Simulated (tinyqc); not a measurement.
Superjunction drift layer against a plain one, charge balance: one step of the calculation.

Alternating n and p pillars of equal width wp, doping N and length Lp. When depleted, the lateral field peaks at Ex = q N wp/(2 eps0 eps_r) at the pillar junctions and a uniform vertical field Ey is added; breakdown is taken where Ex^2 + Ey^2 = Ef^2. Only the n pillars conduct, narrowed by the zero-bias depletion. A first-order model: the field peaks at the pillar ends are left out.

Problem. Thickness and resistance of the plain layer. Ec(N) = E16 (N/1e16 cm^-3)^(1/8), mu(N) = mi + (mx - mi)/(1 + (N/Nr)^0.9). W = 2 BV/Ec, Rsp = W/(q mu N).

Values chosen for this exercise; values close to those of silicon: critical field at a doping of 1e16 cm^-3 E16 = 0.399 MV/cm; mobility at low doping mx = 1340 cm^2/(V s); mobility at high doping mi = 95.6 cm^2/(V s); reference doping of the mobility Nr = 1.3e17 cm^-3; wanted breakdown voltage BV = 810 V.

Constants: q = 1.602176634e-19 C. Results are converted to the units shown.

N of the plain layer = 2.5067026e14 cm^-3

Find: mu; W; Rsp.

Solution.

mu = 1336 cm^2/(V s)
W = 64.37 um
Rsp = 120.0 mohm cm^2

Numbers from tinyqc (`OMP_NUM_THREADS=1 python tinyqc.py 2590001 2590002 out.jsonl`; about 0.01 s on one thread of a shared Intel Xeon 2.30GHz).
